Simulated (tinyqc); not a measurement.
Thermoelectric coefficients of one resonant level, Landauer integrals: two steps of the calculation.

Transmission X(x) = (g/2)^2/[(x - y)^2 + (g/2)^2] with x = (E - EF)/kB T, two spin channels. I_k = int X x^k w dx over all x, w = 1/(4 cosh^2(x/2)).

Parameters, values chosen for the exercise:
- T = 77 K (temperature)
- g = 1.6 (full width of the level over kB T)
- y = -2 (level position (E0 - EF)/kB T)
- kp = 0.15 (phonon heat conductance in units of pi^2 kB^2 T/(3 h))
- xm = 10 (half-range of the grid)
- nE = 19 (points of the grid)

Constants: q = 1.602176634e-19 C, kB = 1.380649e-23 J/K, h = 6.62607015e-34 J s. Results are converted to the units shown.

Problem 1. The three integrals on a coarse grid. Simpson's rule on nE equally spaced points from -xm to xm.

Find: x; X; w; I_0, I_1, I_2 on this grid.

Solution 1.

x, point 0 to 18: [-10.000, -8.889, -7.778, -6.667, -5.556, -4.444, -3.333, -2.222, -1.111, 0.000, 1.111, 2.222, 3.333, 4.444, 5.556, 6.667, 7.778, 8.889, 10.000]
X, point 0 to 18: [0.0099010, 0.013307, 0.018811, 0.028549, 0.048186, 0.096745, 0.26471, 0.92837, 0.44751, 0.13793, 0.062021, 0.034656, 0.022005, 0.015176, 0.011087, 0.0084487, 0.0066497, 0.0053688, 0.0044248]
w, point 0 to 18: [4.5396e-5, 1.3787e-4, 4.1859e-4, 0.0012694, 0.0038362, 0.011473, 0.033259, 0.088213, 0.18633, 0.25000, 0.18633, 0.088213, 0.033259, 0.011473, 0.0038362, 0.0012694, 4.1859e-4, 1.3787e-4, 4.5396e-5]
I_0, I_1, I_2 on this grid: [0.25648, -0.34564, 0.83347]

Problem 2. Coefficients. G = (2 q^2/h) I_0, S = -(kB/q) I_1/I_0, L/L0 = [I_2/I_0 - (I_1/I_0)^2]/(pi^2/3), K_e = (2 kB^2 T/h)(I_2 - I_1^2/I_0), ZT = G S^2 T/(K_e + K_ph), K_ph = kp pi^2 kB^2 T/(3 h).

converged I_0, I_1, I_2: [0.25246061, -0.31816934, 0.74126016]

Wanted: G; S; L/L0; K_e; ZT; ZT without phonons.

Solution 2.

G = 19.56 uS
S = 108.6 uV/K
L/L0 = 0.4097
K_e = 15.08 pW/K
ZT = 0.6831
ZT without phonons = 1.178

The level lies below EF, so S is positive (hole-like). A level of zero width would give -(kB/q) y = 172 uV/K; S is 37 % below that in size.

Computed by the program tinyqc: `OMP_NUM_THREADS=1 python tinyqc.py 2800035 2800036 out.jsonl`, one thread of a shared Intel Xeon 2.30GHz, about 0.02 s for the whole run.
